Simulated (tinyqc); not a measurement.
Dose and depth of a threshold implant.

Question. A sheet of D acceptors per cm^2 lies at depth xi inside the depleted layer of a body doped Na. In the depletion approximation VT = Vfb + f2 + q D/Cox + gamma sqrt(f2 + Vsb - q D xi/(eps0 eps_r)), gamma = sqrt(2 eps0 eps_r q Na)/Cox, Cox = eps0 eox/tox. Find gamma, D and xi.

Parameters, values chosen for the exercise; band and dielectric values close to those of silicon:
- eps_r = 11.9 (relative permittivity)
- Na = 8.6e16 cm^-3 (acceptor density deep in the body)
- eox = 3.9 (relative permittivity of the gate insulator (close to silicon dioxide))
- tox = 2.4 nm (insulator thickness)
- Vfb = -0.47 V (flat-band voltage)
- f2 = 0.704 V (band bending 2 phiF at threshold)

Constants: q = 1.602176634e-19 C, eps0 = 8.8541878128e-14 F/cm where lengths are in cm. Results are converted to the units shown.

VT against the source at Vsb = 0 and 2.2 V (V): 0.48591057  0.60267989

Answer. With y^2 = f2 - q D xi/(eps0 eps_r) and d the difference of the thresholds over gamma, sqrt(y^2 + Vsb) - y = d gives y = (Vsb - d^2)/(2 d). The first threshold then gives D, and y^2 gives xi.

gamma = 0.1184 V^0.5
D = 1.600e12 cm^-2
xi = 13.00 nm

Numbers from tinyqc (`OMP_NUM_THREADS=1 python tinyqc.py 2080103 2080104 out.jsonl`; about 0.4 s on one thread of a shared Intel Xeon 2.30GHz).
